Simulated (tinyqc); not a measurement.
Phonon-assisted absorption at an indirect gap: one step. The four branches at one energy. Four cases, with inputs chosen for the exercise.

Problem. Evaluate the occupations and each term.

alpha(E) = sum_j A_j [N_j (E - Eg + w_j)^2 + (N_j + 1)(E - Eg - w_j)^2], each bracket counted only where its base is positive; N_j = 1/(exp(w_j/kB T) - 1). The first term absorbs a phonon and the second emits one; excitons and direct transitions are left out.

Constants: kB = 8.617333262e-05 eV/K.

Case 1.

Values chosen (loosely those of SiC at room temperature; Eg is not tied to T; the results hold for these values, not for the real material): Eg = 3.256 eV (indirect gap, held fixed unless listed); w = (70.7, 48.1) meV (two zone-edge phonons); A = (3400, 580) 1/(cm eV^2) (their strengths); T = 500 K; E = 3.552 eV (photon energy).

Case 2.

Values chosen (loosely those of Si at room temperature; Eg is not tied to T; the results hold for these values, not for the real material): Eg = 1.116 eV (indirect gap, held fixed unless listed); w = (58.9, 18.6) meV (two zone-edge phonons); A = (3800, 260) 1/(cm eV^2) (their strengths); T = 500 K; E = 1.332 eV (photon energy).

Case 3.

Values chosen (loosely those of Si at room temperature; Eg is not tied to T; the results hold for these values, not for the real material): Eg = 1.109 eV (indirect gap, held fixed unless listed); w = (56.1, 17.6) meV (two zone-edge phonons); A = (2400, 240) 1/(cm eV^2) (their strengths); T = 300 K; E = 1.495 eV (photon energy).

Case 4.

Values chosen (loosely those of Si at room temperature; Eg is not tied to T; the results hold for these values, not for the real material): Eg = 1.133 eV (indirect gap, held fixed unless listed); w = (58.3, 18.5) meV (two zone-edge phonons); A = (3800, 760) 1/(cm eV^2) (their strengths); T = 300 K; E = 1.378 eV (photon energy).

Give: N_j; terms with phonon absorption; terms with phonon emission; alpha; wavelength hc/E (hc = 1239.841984 eV nm).

Solution.

Case 1.

N_j: 0.2404  0.4869

terms with phonon absorption (1/cm): 109.9  33.44

terms with phonon emission (1/cm): 214.1  53.00

alpha = 410.4 1/cm
wavelength hc/E (hc = 1239.841984 eV nm) = 349.1 nm

Phonon absorption supplies 34.9 % of alpha; the depth 1/alpha is 24.4 micrometre.

Case 2.

N_j: 0.3420  1.852

terms with phonon absorption (1/cm): 98.22  26.51

terms with phonon emission (1/cm): 125.9  28.90

alpha = 279.5 1/cm
wavelength hc/E (hc = 1239.841984 eV nm) = 930.8 nm

Phonon absorption supplies 44.6 % of alpha; the depth 1/alpha is 35.8 micrometre.

Case 3.

N_j: 0.1289  1.025

terms with phonon absorption (1/cm): 60.46  40.08

terms with phonon emission (1/cm): 294.9  65.96

alpha = 461.4 1/cm
wavelength hc/E (hc = 1239.841984 eV nm) = 829.3 nm

Phonon absorption supplies 21.8 % of alpha; the depth 1/alpha is 21.7 micrometre.

Case 4.

N_j: 0.1171  0.9565

terms with phonon absorption (1/cm): 40.95  50.48

terms with phonon emission (1/cm): 148.0  76.28

alpha = 315.7 1/cm
wavelength hc/E (hc = 1239.841984 eV nm) = 899.7 nm

Phonon absorption supplies 29.0 % of alpha; the depth 1/alpha is 31.7 micrometre.

Computed by tinyqc, one run a case: `OMP_NUM_THREADS=1 python tinyqc.py N N+1 out.jsonl` with N = 1651615, 1651625, 1651667, 1651677; one thread of a shared Intel(R) Xeon(R) Processor @ 2.30GHz, about 0.01 s a run at most.
